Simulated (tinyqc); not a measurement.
The weight eta from points of equal mobility.

Question. If the mobility depends on E = q (Ndep + eta Ns)/(eps0 eps_r) alone, two points of equal mobility on its falling branch have equal E. Find eta and E.

Values chosen for this exercise: relative permittivity of the semiconductor eps_r = 11.5.

Constants: q = 1.602176634e-19 C, eps0 = 8.8541878128e-14 F/cm where lengths are in cm. Results are converted to the units shown.

Ndep at two body biases (cm^-2): 2.6096424e12  4.3384045e12
Ns at which the mobility is the same (cm^-2): 1.2e13  6.4233480e12

Solution. eta is the ratio of the differences of Ndep and Ns.

eta = 0.310
E = 0.996 MV/cm

tinyqc, about 0.01 s, one thread, Intel Xeon 2.30GHz (shared host): `OMP_NUM_THREADS=1 python tinyqc.py 2510106 2510107 out.jsonl`
